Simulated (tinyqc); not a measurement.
# Pillar capacitor in an array: capacitance, non-linearity, leakage and relaxation: cell against the aspect ratio

A film between two metal electrodes, each interface adding a series capacitance ci. The small-signal permittivity is ek (1 + aq E^2); the field is found with the linear permittivity. Leakage J = J0 sinh(E/Ef). After a voltage step the film passes a relaxation current kr C V tt^(-nr), tt being the time in seconds. The sidewall is a coaxial capacitor with radii a = dm/2 and b = dm/2 + t, depth AR dm; the end face is left out.

Per length 1/c = ln(b/a)/(2 pi eps0 ek) + (1/a + 1/b)/(2 pi ci); cell capacitance c AR dm; per footprint over pt^2; fields c V/(2 pi eps0 ek r) at r = a and b; resistance of the inner electrode rho AR dm/(pi a^2); time constant R C/3 of the distributed line.

Parameters, values chosen for the exercise; permittivity of the order of that of aluminium oxide:
```
symbol,value,unit,meaning
ek,8.33,,relative permittivity of the film
t,6.9,nm,film thickness
ci,1000,uF/cm^2,capacitance of each electrode interface (dead layer and screening)
V,2.2,V,bias
dm,32,nm,diameter of the pillar
pt,74,nm,pitch of the square array
rho,320,uohm cm,resistivity of the inner electrode
```

Constants: eps0 = 8.8541878128e-14 F/cm where lengths are in cm. Results are converted to the units shown.

The same in every row: field at a (MV/cm) = 3.827; field at b (MV/cm) = 2.674.

Result of one run:
```
AR  cell capacitance (fF)  per footprint (uF/cm^2)  R (kohm)  R C/3 (ps)
70                  2.889                    52.75     8.913       8.582
```

What becomes of these results when the aspect ratio, depth over diameter AR is changed from 70 to 5, all else the same?

Result of the changed run:
```
AR  cell capacitance (fF)  per footprint (uF/cm^2)  R (kohm)  R C/3 (ps)
5                  0.2063                    3.768    0.6366     0.04379
```

The whole series:
```
AR   cell capacitance (fF)  per footprint (uF/cm^2)  R (kohm)  R C/3 (ps)
5                   0.2063                    3.768    0.6366     0.04379
10                  0.4127                    7.536     1.273      0.1752
20                  0.8254                    15.07     2.546      0.7006
30                   1.238                    22.61     3.820       1.576
50                   2.063                    37.68     6.366       4.379
70                   2.889                    52.75     8.913       8.582
100                  4.127                    75.36     12.73       17.52
```

As AR goes from 5 to 100, the cell capacitance rises from 0.206 to 4.13 fF, the capacitance per footprint rises from 3.77 to 75.4 uF/cm^2, the ratio of the two fields stays at 1.43 and R C/3 rises from 0.0438 to 17.5 ps; the time constant goes as AR^(2.00) between the first two rows and AR^(2.00) between the last two.

Program tinyqc, `OMP_NUM_THREADS=1 python tinyqc.py 2102197 2102198 out.jsonl`; Intel Xeon 2.30GHz, shared host, one thread, about 0.01 s.
